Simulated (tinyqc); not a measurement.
MESFET, gradual channel with velocity saturation: two steps of the calculation.

A uniformly doped n-type channel, depleted from the top by a Schottky gate; at channel potential V the depleted share of a is u = sqrt((Vbi - Vg + V)/Vp), s at the source. Electrons drift with v = mu E/(1 + mu E/vsat). Abrupt depletion edge, no series resistance, source at 0.

Values chosen for this exercise; material values close to those of 4H silicon carbide: temperature T = 250 K; relative permittivity of the semiconductor eps_r = 9.78; conduction-band density of states at T Nc = 1.31e19 cm^-3; donor density of the channel Nd = 2.3e16 cm^-3; channel thickness a = 240 nm; low-field mobility at this doping mu = 660 cm^2/(V s); saturation velocity vsat = 2.2e7 cm/s; gate length L = 5 um; gate width W = 50 um; Schottky barrier phiB = 0.73 V; gate voltage Vg = 0 V.

Constants: q = 1.602176634e-19 C, kB = 1.380649e-23 J/K, Vt = kB T/q, eps0 = 8.8541878128e-14 F/cm where lengths are in cm. Results are converted to the units shown.

Problem 1. Built-in and pinch-off voltages. Vbi = phiB - Vt ln(Nc/Nd); Vp = q Nd a^2/(2 eps0 eps_r); G0 = q mu Nd a W/L; Z = mu Vp/(vsat L); s = sqrt((Vbi - Vg)/Vp). VT = Vbi - Vp.

Give: Vbi; Vp; VT; G0; Z; s.

Solution 1.

Vbi = 0.5933 V
Vp = 1.226 V
VT = -0.6323 V
G0 = 0.5837 mS
Z = 0.07354
s = 0.6958

Z = 0.0735: velocity saturation is a small correction.

Problem 2. The saturation point by Newton steps. a is the channel (half-)thickness, Vp its pinch-off voltage and Z = mu Vp/(vsat L); an iterate with u > 1 is an overshoot, not a physical state. f = (1 - u)(1 + Z (u^2 - s^2)) - Z F/3, F = 3 (u^2 - s^2) - 2 (u^3 - s^3); f' = -(1 + Z (u^2 - s^2)); u(new) = u - f/f'.

u at the start = 1
Z = 0.073535049
s = 0.69577588

Wanted: f; f'; u after iteration 1.

Solution 2.

f = -0.005426
f' = -1.038
u after iteration 1 = 0.9948

Program tinyqc, `OMP_NUM_THREADS=1 python tinyqc.py 2500132 2500133 out.jsonl`; Intel Xeon 2.30GHz, shared host, one thread, about 0.06 s.
